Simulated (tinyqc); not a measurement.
Thin-film optics by transfer matrices: sweeps and comparisons. A value that a table varies takes the place of the one given here.

Indices N = n + i k. Snell: N0 sin(theta) = N_j sin(theta_j), with Im(N_j cos theta_j) >= 0. Admittance y_j = N_j cos theta_j for s and N_j/cos theta_j for p. Phase delta_j = 2 pi N_j cos theta_j d_j/lambda. Layer matrix [[cos delta, -i sin delta/y], [-i y sin delta, cos delta]], multiplied from the top down to M. (B, C) = M (1, y_sub); r = (y0 B - C)/(y0 B + C), R = |r|^2, T = 4 Re y0 Re y_sub/|y0 B + C|^2, absorbed in the films 1 - R - T.

Ellipsometry: rho = tan(Psi) exp(i Delta) = -conj(r_p/r_s) with the r of the admittance formula, Delta in 0 to 360 degrees, so that a bare dielectric at small angles gives Delta = 180.

Inputs chosen for the exercise (indices near those of resist, SiO2 on Cu; shifted at random, so the results belong to these values and not to a real crystal): lam = 633 nm (vacuum wavelength); n0 = 1 (ambient index); n = (1.61, 1.466, 0.274) (n of resist, SiO2, substrate); k = (0, 0, 3.535) (k in the same order); d = (127, 15.9) nm (thicknesses, top first); theta = 45 degrees (angle of incidence); pol = s (polarisation).

## Swing curve: thickness of the top film

The first entry of d takes the values listed.

Stack:
```
d_1 (nm),R,T,absorbed
127.0,0.9304,0.0696,0.0000
163.5,0.9516,0.0484,0.0000
199.9,0.9490,0.0510,0.0000
236.4,0.9190,0.0810,0.0000
272.9,0.8353,0.1647,0.0000
309.3,0.8588,0.1412,0.0000
345.8,0.9304,0.0696,0.0000
382.3,0.9515,0.0485,0.0000
418.8,0.9490,0.0510,0.0000
455.2,0.9190,0.0810,0.0000
491.7,0.8354,0.1646,0.0000
528.2,0.8591,0.1409,0.0000
564.6,0.9304,0.0696,0.0000
```

What does this show, and why?

R swings between 0.8353 and 0.9516 on these points. The period is lambda/(2 Re(N_1 cos theta_1)) = 218.8 nm, six rows. The film does not absorb, so the swing repeats exactly. The swing ratio (max - min)/mean is 0.13.

## Angle of incidence

Both polarisations.

Stack:
```
theta (degrees),R_s,R_p,Psi,Delta
0,0.9245,0.9245,45.00,180.00
15,0.9255,0.9209,44.93,180.56
30,0.9278,0.9096,44.72,183.65
45,0.9304,0.8904,44.37,193.83
55,0.9324,0.8767,44.12,208.57
60,0.9340,0.8722,44.02,219.63
65,0.9366,0.8716,43.97,233.84
70,0.9412,0.8775,44.00,251.70
75,0.9490,0.8924,44.12,273.57
80,0.9614,0.9183,44.34,299.46
85,0.9788,0.9551,44.65,328.73
```

What does this show, and why?

R_s and R_p agree at normal incidence (0.9245). R_p is lowest at 65 degrees of those listed (0.8716), where R_s = 0.9366: the two are within a factor 2 of each other, so the minimum selects polarisation poorly. R_s rises steadily with the angle.

## Sensitivity of the reflectance

R for both polarisations. Each row changes one parameter from the base and keeps the others.

Results:
```
case,R_s,R_p,T_s
base,0.9304,0.8904,0.0696
"d = (132, 15.9) nm",0.9354,0.8934,0.0646
"n = (1.642, 1.466, 0.274)",0.9350,0.8932,0.0650
"k = (0, 0, 3.899)",0.9383,0.9048,0.0617
lam = 638 nm,0.9292,0.8897,0.0708
theta = 50 degrees,0.9313,0.8832,0.0687
```

What does this show?

The largest shifts from the base row, up to three for each result and ties (the steps differ in size, so this ranks the rows, not the parameters). R_s: k +0.0079, d +0.0050, n +0.0046. R_p: k +0.0144, theta -0.0072, d +0.0029. T_s: k -0.0079, d -0.0050, n -0.0046.

Program tinyqc; command `OMP_NUM_THREADS=1 python tinyqc.py 1680289 1680290 out.jsonl`; about 0.01 s on one thread of a shared Intel(R) Xeon(R) Processor @ 2.30GHz.
